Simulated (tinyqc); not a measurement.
Vibrations of a mass or spring defect in a linear chain: one step, computed by the program tinyqc.

A ring of N atoms with nearest-neighbour springs k and motion along the chain. Atom 1 is the defect, of mass M', and its two springs are k'. Odd sites are A (the defect replaces an A atom), even sites B.

Problem. Dynamical matrix of the ring. D_ii = (sum of the two springs at i)/M_i, D_ij = -k_ij/sqrt(M_i M_j) for neighbours, closed into a ring.

Inputs (values chosen for the exercise, for a model chain):
```
quantity                         value           unit
spring constant k                 3.04  eV/angstrom^2
mass M_A                          54.4              u
mass M_B                           178              u
defect mass M'                     302              u
spring ratio k'/k at the defect    1.5              -
atoms in the ring N                 10              -
```

Host: diatomic.

Give: D.

Solution.

D (eV/(angstrom^2 u)), lower triangle (symmetric):
```
          1        2        3        4        5        6        7        8
1    0.0302
2   -0.0197   0.0427
3    0.0000  -0.0309   0.1118
4    0.0000   0.0000  -0.0309   0.0342
5    0.0000   0.0000   0.0000  -0.0309   0.1118
6    0.0000   0.0000   0.0000   0.0000  -0.0309   0.0342
7    0.0000   0.0000   0.0000   0.0000   0.0000  -0.0309   0.1118
8    0.0000   0.0000   0.0000   0.0000   0.0000   0.0000  -0.0309   0.0342
9    0.0000   0.0000   0.0000   0.0000   0.0000   0.0000   0.0000  -0.0309
10  -0.0197   0.0000   0.0000   0.0000   0.0000   0.0000   0.0000   0.0000

          9      10
9    0.1118
10  -0.0309  0.0427
```
